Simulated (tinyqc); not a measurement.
Worked calculation: extended Hueckel theory, for H4. One step of it, computed by the program tinyqc.

Problem. Wolfsberg-Helmholz matrix. H_ij = K' S_ij (H_ii + H_jj)/2 for i != j (the diagonal keeps H_ii), with K' = K + D^2 + D^4 (1 - K), D = (H_ii - H_jj)/(H_ii + H_jj), K = 1.75.

overlap S:
```
          1H 1s     2H 1s     3H 1s     4H 1s
1H 1s  1.000000  0.549759  0.172878  0.038370
2H 1s  0.549759  1.000000  0.585869  0.172878
3H 1s  0.172878  0.585869  1.000000  0.549759
4H 1s  0.038370  0.172878  0.549759  1.000000
```

diagonal H_ii (eV): 1H 1s -13.600000, 2H 1s -13.600000, 3H 1s -13.600000, 4H 1s -13.600000

K = 1.750000

Give: H.

Solution.

H (eV):
```
          1H 1s     2H 1s     3H 1s     4H 1s
1H 1s  -13.6000  -13.0843   -4.1145   -0.9132
2H 1s  -13.0843  -13.6000  -13.9437   -4.1145
3H 1s   -4.1145  -13.9437  -13.6000  -13.0843
4H 1s   -0.9132   -4.1145  -13.0843  -13.6000
```
